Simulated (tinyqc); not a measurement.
# Reverse leakage of an n+-p junction: diffusion, generation, trap-assisted and band-to-band tunnelling: leakage components against the acceptor density of the lighter side

One-sided abrupt junction in the depletion approximation, x from the junction (0) to W on the p side, field F = F0 (1 - x/W). Flat quasi-Fermi levels, long p side. Traps generate through SRH with both lifetimes shortened by 1 + Gamma (Hurkx enhancement, form for moderate fields); band-to-band generation is local and needs a total bending above Eg.

ni = sqrt(Nc Nv) exp(-Eg/(2 Vt)), Eg in volts; Vbi = Vt ln(Na Nd/ni^2); W = sqrt(2 eps0 eps_r (Vbi + VR)/(q Na)); F0 = 2 (Vbi + VR)/W; FG = sqrt(24 mt m0 (kB T)^3)/(q hbar); J_diff = q ni^2 sqrt(Dn/tau)(1 - exp(-VR/Vt))/Na. u = (Vbi + VR)(1 - x/W)^2, p = Na exp(-u/Vt), n = Nd exp((u - Vbi - VR)/Vt); G0 = ni^2 (1 - exp(-VR/Vt))/(tau (n + p + 2 ni cosh(Et/Vt))); Gamma = 2 sqrt(3 pi)(F/FG) exp((F/FG)^2); trap-assisted part G0 Gamma; G_bb = Ab F^2.5 exp(-Bb/F) with F in V/cm, zero unless Vbi + VR > Eg, and counted as zero under 1 cm^-3 s^-1. Currents are q times the integrals over 0 to W; J_bb under 1e-8 of J is printed as 0; rows with F0/FG above 2.2, beyond the range of this Gamma, are left out.

Values chosen for this exercise; band and dielectric values close to those of silicon: temperature T = 350 K; band gap Eg = 1.13 eV; relative permittivity eps_r = 11.5; conduction-band density of states at T Nc = 3.54e19 cm^-3; valence-band density of states at T Nv = 3.28e19 cm^-3; donor density of the heavier side Nd = 1e19 cm^-3; SRH lifetime of both carriers at zero field tau = 2e-7 s; trap level above the intrinsic level Et = 0.03 eV; tunnelling mass mt = 0.26 m0; electron diffusion coefficient on the lighter side Dn = 3.5 cm^2/s; band-to-band prefactor Ab = 4.7e14 cm^-0.5 V^-2.5 s^-1; band-to-band field constant Bb = 1.97e7 V/cm; reverse bias VR = 3 V.

Constants: q = 1.602176634e-19 C, kB = 1.380649e-23 J/K, hbar = 1.054571817e-34 J s, m0 = 9.1093837015e-31 kg, Vt = kB T/q, eps0 = 8.8541878128e-14 F/cm where lengths are in cm. Results are converted to the units shown.

Result of one run:
```
Na (cm^-3)  F0 (kV/cm)  F0/FG  J_diff (A/cm^2)  J_SRH (A/cm^2)  J_TAT (A/cm^2)  J_bb (A/cm^2)  J (A/cm^2)             largest part
7.5e17             969   2.04         5.56e-11         3.27e-7         2.99e-5        3.43e-5     6.46e-5  band-to-band tunnelling
```

What becomes of these results when the acceptor density of the lighter side Na is changed from 7.5e17 to 3.2e17 cm^-3, all else the same?

Result of the changed run:
```
Na (cm^-3)  F0 (kV/cm)  F0/FG  J_diff (A/cm^2)  J_SRH (A/cm^2)  J_TAT (A/cm^2)  J_bb (A/cm^2)  J (A/cm^2)              largest part
3.2e17             631   1.33         1.30e-10         5.06e-7         6.61e-6       2.30e-10     7.12e-6  trap-assisted tunnelling
```

The whole series:
```
Na (cm^-3)  F0 (kV/cm)  F0/FG  J_diff (A/cm^2)  J_SRH (A/cm^2)  J_TAT (A/cm^2)  J_bb (A/cm^2)  J (A/cm^2)              largest part
1e16               110  0.232          4.17e-9         3.01e-6         2.65e-6              0     5.66e-6            SRH generation
2.4e16             171  0.361          1.74e-9         1.92e-6         2.75e-6              0     4.67e-6  trap-assisted tunnelling
5.6e16             262  0.553         7.44e-10         1.24e-6         3.00e-6              0     4.24e-6  trap-assisted tunnelling
1.3e17             401  0.845         3.21e-10         8.04e-7         3.70e-6              0     4.50e-6  trap-assisted tunnelling
3.2e17             631   1.33         1.30e-10         5.06e-7         6.61e-6       2.30e-10     7.12e-6  trap-assisted tunnelling
7.5e17             969   2.04         5.56e-11         3.27e-7         2.99e-5        3.43e-5     6.46e-5   band-to-band tunnelling
```

J goes from 5.66e-6 through a minimum of 4.24e-6 (at Na = 5.6e16 among the rows listed) to 6.46e-5 A/cm^2. SRH generation leads at Na = 1e16, trap-assisted tunnelling from 2.4e16, band-to-band tunnelling from 7.5e17 on. The ratio J_TAT/J_SRH goes from 0.880 to 91.5 as F0/FG goes from 0.232 to 2.04.

Numbers from tinyqc (`OMP_NUM_THREADS=1 python tinyqc.py 2290165 2290166 out.jsonl`; about 0.01 s on one thread of a shared Intel Xeon 2.30GHz).
